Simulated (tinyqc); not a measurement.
Inside a calculation: heterojunction of two tight-binding chains. Values are carried at full precision from step to step, so a last printed digit may differ when a step is redone from the rounded ones.

Left chain: hopping -t1, sites at 2 t1 (band bottom 0). Right chain: hopping -t2, sites at dE + 2 t2 (bottom dE). t = c/(m a^2), c = hbar^2/2m0. The bond across the interface is -tc with tc = f sqrt(t1 t2), and the last left site has the extra energy U. In a chain E = bottom + 2t (1 - cos(ka)); the surface Green function of a half chain is g = -exp(ika)/t, with Im k > 0 where cos(ka) > 1.

Constants: hbar^2/2m0 = 3.80998211 eV angstrom^2.

Values chosen for the exercise (masses and offset of the size met at InGaAs / InP; shifted at random, so the results belong to these values and not to a real crystal): a = 5 angstrom (site spacing); m1 = 0.042 m0 (mass on the left); m2 = 0.075 m0 (mass on the right); f = 1 (factor on the interface hopping); dE = 0.22 eV (band offset); E = 0.271 eV (electron energy); U = -0.93 eV (extra energy on the last left site).

## Hoppings

Form t1, t2 and tc.

t1 = 3.62855 eV
t2 = 2.03199 eV
tc = 2.71536 eV

## Wave numbers and velocities

The left chain has hopping t1 and band bottom 0, the right one t2 and dE. cos(ka) = 1 - (E - bottom)/(2t); dE/dk = 2 t a sin(ka).

ka (rad): left 0.274144, right 0.158591

dE/dk (eV angstrom): left 9.8233, right 3.2091

## Self-energies on the last left site

Hoppings t1 (left), t2 (right), tc (interface); g is the surface Green function of a half chain. The rest of the left chain gives S1 = t1^2 g1 = -t1 exp(i k1 a); the right chain gives S2 = tc^2 g2 = -(tc^2/t2) exp(i k2 a).

S1 = -3.49305-0.98233i eV
S2 = -3.58302-0.57305i eV

## Transmission

The last site of the left chain has energy 2 t1 + U, and S1, S2 are the self-energies of the two half chains on it. G = 1/(E - 2 t1 - U - S1 - S2); T = 4 Im(S1) Im(S2) |G|^2.

G = 0.2948-0.4496i 1/eV
T = 0.6509

A fraction 0.3491 is reflected although the electron lies above the step.

## Checks

- T from the Green function against 1 - |r|^2 from matching plane waves: both 0.650866.

Computed by tinyqc, a small Python program: `OMP_NUM_THREADS=1 python tinyqc.py 1451729 1451730 out.jsonl` (the numbers bound the seed that draws the inputs); one thread of a shared host (Intel(R) Xeon(R) Processor @ 2.30GHz), about 0.01 s for the whole set of steps.
